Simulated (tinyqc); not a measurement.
Enthalpies against pressure: pressure-driven transition between two phases with analytic equations of state. Computed by tinyqc, a small Python program. Command: `OMP_NUM_THREADS=1 python tinyqc.py 3001913 3001914 out.jsonl transition walk`. One thread of a shared host (Intel(R) Xeon(R) Processor @ 2.30GHz), about 0.04 s of CPU time with the checks.

Each phase obeys E = E0 + (9 B0 V0/h^2) {1 + [h (1 - x) - 1] exp(h (1 - x))}, P = 3 B0 (1 - x) x^-2 exp(h (1 - x)), x = (V/V0)^(1/3), h = (3/2)(B' - 1); E0 = 0 for phase 1 and Delta E0 for phase 2. H = E + P V.

Inputs (values chosen for the exercise, for two model phases):
```
quantity                                   value             unit
volume V0 of phase 1                        15.9  angstrom^3/atom
B0 of phase 1                               42.3              GPa
B' of phase 1                               3.88                -
volume V0 of phase 2                        13.1  angstrom^3/atom
B0 of phase 2                               38.8              GPa
B' of phase 2                               4.05                -
energy of phase 2 above phase 1, Delta E0  0.048          eV/atom
```

Equation of state: Vinet.

Constants: 1 eV/angstrom^3 = 160.2176634 GPa.

Method. Start from P = Delta E0/(V0 of phase 1 - V0 of phase 2); at each P solve P(V) = P for both phases and step P(new) = P - (H_2 - H_1)/(V_2 - V_1); stop when |H_2 - H_1| < 1e-10 eV. At the zero-temperature transition the volume change is V_2/V_1 - 1 and the work is P (V_1 - V_2). For each P solve P(V) = P in both phases.

transition pressure = 2.79995 GPa

V_1 at the transition = 14.9879 angstrom^3

V_2 at the transition = 12.2938 angstrom^3

Both phases:
```
P (GPa)  V_1 (angstrom^3)  V_2 (angstrom^3)  H_2 - H_1 (meV/atom)   stable
0.0                15.900            13.100                48.000  phase 1
0.7                15.647            12.874                35.825  phase 1
1.4                15.412            12.666                23.768  phase 1
2.1                15.193            12.473                11.826  phase 1
2.6                15.045            12.344                 3.367  phase 1
3.0                14.932            12.245                -3.359  phase 2
3.6                14.768            12.103               -13.381  phase 2
4.5                14.538            11.904               -28.264  phase 2
```

H_2 - H_1 changes with slope V_2 - V_1, from -2.800 to -2.634 angstrom^3 per atom over the table, and passes zero at 2.80 GPa. An error of 10 meV per atom in Delta E0 moves the transition by about 0.59 GPa.
